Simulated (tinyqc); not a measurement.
Capillary instabilities by surface diffusion: grooving and agglomeration of films, edge retraction, wire break-up and smoothing of roughness: one step, computed by the program tinyqc.

Isotropic surface energy; shapes change by surface diffusion alone.

Question. Retraction of a straight edge. A rim shaped as a circular segment with contact angle theta holds the area h x; its radius r obeys r^2 (theta - sin theta cos theta) = h x. To advance, the edge must carry a strip of the rim height H = r (1 - cos theta) over the rim, driven by the curvature 1/r over the distance r theta (the scaling argument of Brandon and Bradshaw): H dx/dt = B/(theta r^2) gives x^(5/2) = (5/2) B t c^(3/2)/(theta (1 - cos theta) h^(3/2)), c = theta - sin theta cos theta.

Inputs (values chosen for the exercise, for a model film):
```
quantity                              value     unit
contact angle on the substrate theta     65  degrees
temperature T                           643        K
time t                                   54        s
film thickness h                         15       nm
```

B = 1541359 nm^4/s

Give: retraction x; rim height H; present speed.

Answer.

retraction x = 417.5 nm

rim height H = 52.71 nm

present speed = 3.093 nm/s

The rim is 3.5 times the film thickness. x goes as t^(2/5) h^(-3/5): thin films retract faster.
